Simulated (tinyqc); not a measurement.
Capacitance of parallel on-chip lines from Laplace's equation on a mesh: one step of the calculation.

Cross-section of an endless row of equal lines between two grounded planes; neighbours are driven in antiphase (+1 V and -1 V), so the plane midway between two lines is at 0 V. By symmetry one quarter is solved: x runs from the centre of a line (column 0, mirror) to that midplane (column 4, 0 V), y from the mid-height of the line (row 0, mirror) to the ground plane (row 4, 0 V). The line fills columns 0 to 1 and rows 0 to 2 at 1 V. Cells beside the line (below row 2) have e2, cells above have e1. Each link between nodes has the conductance g = mean permittivity of the two cells beside it (a cell beyond a mirror counts as 0), and the free nodes obey sum g (V_neighbour - V) = 0.

Task. Capacitance per length. C = 4 eps0 sum g (difference of V)^2 over all links (twice the energy of the four quarters, line at 1 V). Plate estimate without fringing: eps0 [2 e1 w/hd + 2 e2 t/(s/2)], w = 2 hx, t = 4 hx, s/2 = 3 hx, hd = 2 hx.

Values chosen for this exercise: relative permittivity above and below the lines e1 = 2.7; relative permittivity between the lines e2 = 1.

Constants: eps0 = 8.8541878128e-12 F/m. Results are converted to the units shown.

converged V (V):
```
	col 0	col 1	col 2	col 3	col 4
row 0	1.0000000	1.0000000	0.6163326	0.2879972	0.0000000
row 1	1.0000000	1.0000000	0.5886667	0.2678281	0.0000000
row 2	1.0000000	1.0000000	0.4705063	0.1946483	0.0000000
row 3	0.4647080	0.4294159	0.2529558	0.1119010	0.0000000
row 4	0.0000000	0.0000000	0.0000000	0.0000000	0.0000000
```

gx:
```
	col 0	col 1	col 2	col 3
row 0	0.5	0.5	0.5	0.5
row 1	1	1	1	1
row 2	1.85	1.85	1.85	1.85
row 3	2.7	2.7	2.7	2.7
row 4	1.35	1.35	1.35	1.35
```

gy:
```
	col 0	col 1	col 2	col 3	col 4
row 0	0.5	1	1	1	0.5
row 1	0.5	1	1	1	0.5
row 2	1.35	2.7	2.7	2.7	1.35
row 3	1.35	2.7	2.7	2.7	1.35
```

Give: C; plate estimate.

Result.

C = 136.21 aF/um
plate estimate = 71.424 aF/um

Computed by the program tinyqc: `OMP_NUM_THREADS=1 python tinyqc.py 2790151 2790152 out.jsonl`, one thread of a shared Intel Xeon 2.30GHz, about 0.7 s for the whole run.
